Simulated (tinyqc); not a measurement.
One-dimensional ballistic tunnel FET, two-band WKB: two steps of the calculation.

A p-type source for x < 0 with its Fermi level at 0 and its valence edge at ds; in the channel the bands fall as D exp(-x/lam) towards their flat values, with the conduction edge at Ec = ds - dP and D = dP + Eg. The gate moves dP one to one. The drain Fermi level lies at -Vd and the drain side reflects nothing. For w = E - Ec between 0 and dP an electron crosses the gap. Two-band dispersion with equal masses m: inside the gap kappa = sqrt(m u (1 - u/Eg)/C), u the distance from a band edge, C = hbar^2/(2 m0).

Inputs (values chosen for the exercise); band and dielectric values close to those of indium arsenide:
- Eg = 0.357 eV (band gap)
- m = 0.026 m0 (band-edge mass of the two-band model)
- lam = 4 nm (screening length of the source junction)
- dP = 0.24 eV (tunnelling window Ev(source) - Ec(channel))
- w0 = 0.15 eV (energy above the channel conduction edge)
- nc = 10 (cells of the path)

Constants: q = 1.602176634e-19 C, hbar = 1.054571817e-34 J s, m0 = 9.1093837015e-31 kg, hbar^2/(2 m0) = 0.0380998212 eV nm^2. Results are converted to the units shown.

Problem 1. The path through the gap by the midpoint rule. At w = w0 the path runs from xa = lam ln(D/(w + Eg)) to xb = lam ln(D/w); u(x) = w + Eg - D exp(-x/lam) is the height above the valence edge. Cut it into nc equal cells: S = 2 (cell width) times the sum of kappa at the centres.

Wanted: xa; xb; x; u; kappa; S.

Solution 1.

xa = 0.6536 nm
xb = 5.525 nm

| cell | x (nm) | u (eV) | kappa (1/nm) |
|---|---|---|---|
| 0 | 0.897 | 0.0300 | 0.1368 |
| 1 | 1.384 | 0.0847 | 0.2099 |
| 2 | 1.872 | 0.1331 | 0.2387 |
| 3 | 2.359 | 0.1760 | 0.2468 |
| 4 | 2.846 | 0.2139 | 0.2419 |
| 5 | 3.333 | 0.2475 | 0.2276 |
| 6 | 3.820 | 0.2773 | 0.2056 |
| 7 | 4.307 | 0.3036 | 0.1760 |
| 8 | 4.794 | 0.3269 | 0.1371 |
| 9 | 5.282 | 0.3476 | 0.0791 |

S = 1.851

Problem 2. The exponent in closed form. S(w) = 2 lam int_0^Eg kappa(u) du/(w + Eg - u) = 2 pi lam sqrt(m/(C Eg)) [w + Eg/2 - sqrt(w (w + Eg))], T(w) = exp(-S). The common triangular estimate is S = (4/3) lam sqrt(m/C) Eg^1.5/(dP + Eg) for all w.

Wanted: S(w0); T(w0); triangular S.

Solution 2.

S(w0) = 1.832
T(w0) = 0.1601
triangular S = 1.574

Computed by the program tinyqc: `OMP_NUM_THREADS=1 python tinyqc.py 2620098 2620099 out.jsonl`, one thread of a shared Intel Xeon 2.30GHz, about 0.01 s for the whole run.
